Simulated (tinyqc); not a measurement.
k.p values derived from sp3s* tight binding at Gamma: one step. Linear terms and the Kane energy. Three cases, with inputs chosen for the exercise.

Question. <s state|dH/dkx|x state> = i P with P = (a/4)(sa pc Vsapc + sc pa Vscpa), sa, sc and pa, pc being the parts of the two states; for s* on the anion P = (a/4) pc Vxapc, on the cation (a/4) pa Vpaxc. Ep = P^2/c for S+ to P-.

At Gamma the states are two-level mixtures: s-like S+ (upper) and S- (lower) from [[Esa, Vss], [Vss, Esc]], p-like P- (valence) and P+ from [[Epa, Vxx], [Vxx, Epc]], and the bare s* levels. With real k in 1/angstrom and kz = 0, the phase sums over the four bonds are g0 = 1 - (a k/4)^2/2, g1 = i a kx/4, g3 = -(a/4)^2 kx ky to second order. Each mixture is written (anion, cation) with the anion part positive. c = hbar^2/2m0. No spin-orbit coupling.

Constants: hbar^2/2m0 = 3.80998211 eV angstrom^2.

Case 1.

Values chosen (near a published set for GaP, fitted to gaps, whose masses and valley positions are rough; the results hold for these values, not for the real material): a = 5.446 angstrom (lattice constant); Vsapc = 4.31 eV (s anion, p cation); Vscpa = 6.302 eV (s cation, p anion); Vxapc = 4.632 eV (s* anion, p cation); Vpaxc = 5.061 eV (p anion, s* cation); Exa = 8.523 eV (s* level of the anion); Exc = 7.125 eV (s* level of the cation).

States:
```
state      E (eV)  anion part  cation part
S-     -13.257582   0.8272449    0.5618416
P-       0.022233   0.8876561   -0.4605070
S+       2.900582   0.5618416   -0.8272449
P+       5.264767   0.4605070    0.8876561
```

Case 2.

Values chosen (near a published set for SiC, fitted to gaps, whose masses and valley positions are rough; the results hold for these values, not for the real material): a = 4.361 angstrom (lattice constant); Vsapc = 9.47 eV (s anion, p cation); Vscpa = 9.22 eV (s cation, p anion); Vxapc = 8.615 eV (s* anion, p cation); Vpaxc = 4.391 eV (p anion, s* cation); Exa = 9.725 eV (s* level of the anion); Exc = 9.232 eV (s* level of the cation).

States:
```
state      E (eV)  anion part  cation part
S-     -19.237141   0.7559472    0.6546326
P-      -0.050006   0.8172187   -0.5763277
S+       5.925141   0.6546326   -0.7559472
P+       6.447006   0.5763277    0.8172187
```

Case 3.

Values chosen (near a published set for AlAs, fitted to gaps, whose masses and valley positions are rough; the results hold for these values, not for the real material): a = 5.661 angstrom (lattice constant); Vsapc = 5.14 eV (s anion, p cation); Vscpa = 5.53 eV (s cation, p anion); Vxapc = 4.512 eV (s* anion, p cation); Vpaxc = 5.026 eV (p anion, s* cation); Exa = 7.411 eV (s* level of the anion); Exc = 6.721 eV (s* level of the cation).

States:
```
state      E (eV)  anion part  cation part
S-     -11.638524   0.8456408    0.5337523
P-       0.017711   0.8874022   -0.4609960
S+       3.021524   0.5337523   -0.8456408
P+       4.569289   0.4609960    0.8874022
```

Give: Couplings; Ep.

Answer.

Case 1.

Couplings:
```
pair       P (eV angstrom)  E(first) - E(second) (eV)
S+ to P-           -7.8188                     2.8783
S+ to P+           -0.3421                    -2.3642
S- to P-            2.0437                   -13.2798
s*a to P-          -2.9042                     8.5008
s*c to P-           6.1164                     7.1028
```

Ep = 16.045 eV

Case 2.

Couplings:
```
pair       P (eV angstrom)  E(first) - E(second) (eV)
S+ to P-          -10.1053                     5.9751
S+ to P+            1.1440                    -0.5219
S- to P-            0.8795                   -19.1871
s*a to P-          -5.4132                     9.7750
s*c to P-           3.9123                     9.2820
```

Ep = 26.802 eV

Case 3.

Couplings:
```
pair       P (eV angstrom)  E(first) - E(second) (eV)
S+ to P-           -7.6630                     3.0038
S+ to P+            0.3945                    -1.5478
S- to P-            0.8711                   -11.6562
s*a to P-          -2.9437                     7.3933
s*c to P-           6.3121                     6.7033
```

Ep = 15.412 eV

The two terms of S+ to P- have the same sign and add: S+ and P- both change sign from anion to cation. An on-site momentum element between s and p, which real atoms have, is absent from this model.

Computed by tinyqc, one run a case: `OMP_NUM_THREADS=1 python tinyqc.py N N+1 out.jsonl` with N = 1480365, 1480410, 1480462; one thread of a shared Intel(R) Xeon(R) Processor @ 2.30GHz, about 0.01 s a run at most.
